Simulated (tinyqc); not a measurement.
Chemical vapour deposition: Grove model, boundary layer, depletion and step coverage: one step, computed by the program tinyqc.

A precursor diffuses to the surface and reacts there at first order; each molecule that reacts adds one formula unit of film.

Task: Gas-phase and surface constants. k_s = k0 exp(-E/(k_B T)); C_g = Y p/(k_B T), 1 torr = 133.322 Pa; D = D0 (T/273.15)^1.75 (760/p). Temperatures in kelvin are T(C) + 273.15. Mean speed c = sqrt(8 k_B T/(pi M)); reactive sticking probability beta = 4 k_s/c.

Inputs (values chosen for the exercise, close to those used for tungsten from its fluoride): prefactor k0 of k_s = 1.1e+06 cm/s; activation energy E = 0.721 eV; temperature T = 510 C; total pressure p = 50 torr; mole fraction of the precursor Y = 0.011; gas diffusivity D0 at 273.15 K and 760 torr = 0.33 cm^2/s; precursor mass M = 298 u.

Reactor: horizontal, reduced pressure.

Constants: k_B = 1.380649e-23 J/K; u = 1.6605390666e-27 kg; k_B = 8.617333262e-05 eV/K.

Give: surface rate constant k_s; precursor density C_g; gas diffusivity D; mean speed c; sticking probability beta.

Result:

surface rate constant k_s = 25.21 cm/s

precursor density C_g = 6.782e+15 1/cm^3

gas diffusivity D = 31.69 cm^2/s

mean speed c = 23589 cm/s

sticking probability beta = 0.004275
